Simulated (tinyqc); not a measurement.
Resistance of a source-drain extension with a graded tip: one step of the calculation.

y runs along the channel, the gate covers y > 0. The doping is N0 for y < y0 and N0 10^(-(y - y0)/la) beyond, uniform over the depth xj. Sheet conductance s(y) = q mu(N) max(N - Nch, 0) xj + (for y > 0) ma Cox Vo, with mu(N) = u0 + (u1 - u0)/(1 + (N/Nr)^au) and Cox = eps0 eox/tox. Current is taken as one-dimensional; depletion of the tip, spreading and the contact are left out. The metallurgical junction lies at yj, where N = Nch.

Problem. Sheet resistances and junction position. yj = y0 + la log10(N0/Nch); sheet resistance of the full extension 1/[q mu(N0)(N0 - Nch) xj] and of the gate-induced layer 1/(ma Cox Vo); metallurgical length Lg - 2 yj; ye is where the doped and the gate-induced conductances are equal.

Inputs (values chosen for the exercise); mobility law close to that of electrons in silicon:
```
symbol,value,unit,meaning
eox,3.9,,relative permittivity of the gate insulator (close to silicon dioxide)
tox,3.7,nm,insulator thickness
N0,5.8e19,cm^-3,active doping of the extension far from the gate
la,5.3,nm/decade,lateral abruptness
y0,2.7,nm,position under the gate where the fall begins (gate edge at 0)
xj,15,nm,depth of the extension
Nch,2.3e18,cm^-3,channel doping
Vo,0.44,V,gate overdrive
ma,130,cm^2/(V s),mobility of the gate-induced layer
u1,1414,cm^2/(V s),mobility at low doping
u0,68.5,cm^2/(V s),mobility at high doping
Nr,9.2e16,cm^-3,reference doping
au,0.711,,exponent
Lg,40,nm,gate length
```

Constants: q = 1.602176634e-19 C, eps0 = 8.8541878128e-14 F/cm where lengths are in cm. Results are converted to the units shown.

Wanted: yj; sheet resistance of the extension; sheet resistance of the induced layer; metallurgical length; ye; N at ye.

Solution.

yj = 10.13 nm
sheet resistance of the extension = 909.8 ohm/square
sheet resistance of the induced layer = 1.873e4 ohm/square
metallurgical length = 19.74 nm
ye = 9.038 nm
N at ye = 3.694e18 cm^-3

The gate takes over 1.09 nm before the junction, where N is still 1.61 times the channel doping.

Computed by the program tinyqc: `OMP_NUM_THREADS=1 python tinyqc.py 2282028 2282029 out.jsonl`, one thread of a shared Intel Xeon 2.30GHz, about 0.07 s for the whole run.
